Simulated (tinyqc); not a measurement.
Margin needed against array size.

Cells fail independently with probability Q(k) = erfc(k/sqrt(2))/2 when the margin is k standard deviations, and Y = exp(-Nb Q(k)). phi = exp(-k^2/2)/sqrt(2 pi).  k solves Y = exp(-Nb Q(k)); the estimate is sqrt(2 ln(Nb/(-ln Y))).

Parameters, values chosen for the exercise:
```
symbol  value  unit       meaning
Y        0.99        wanted yield
```

Margin needed against array size:
```
Nb,allowed Q,k,estimate
128,7.852e-5,3.780,4.348
2048,4.907e-6,4.421,4.945
32768,3.067e-7,4.987,5.477
524288,1.917e-8,5.498,5.962
8388608,1.198e-9,5.968,6.410
134217728,7.488e-11,6.406,6.829
2147483648,4.680e-12,6.816,7.223
```

A 1.68e7-fold larger array raises k only from 3.78 to 6.82; the last factor of 16 costs 0.41 standard deviations. The estimate, which drops the factor 1/(k sqrt(2 pi)) of the tail, is 15 % above k in the first row and 6.0 % above it in the last.

Numbers from tinyqc (`OMP_NUM_THREADS=1 python tinyqc.py 2090115 2090116 out.jsonl`; about 0.01 s on one thread of a shared Intel Xeon 2.30GHz).
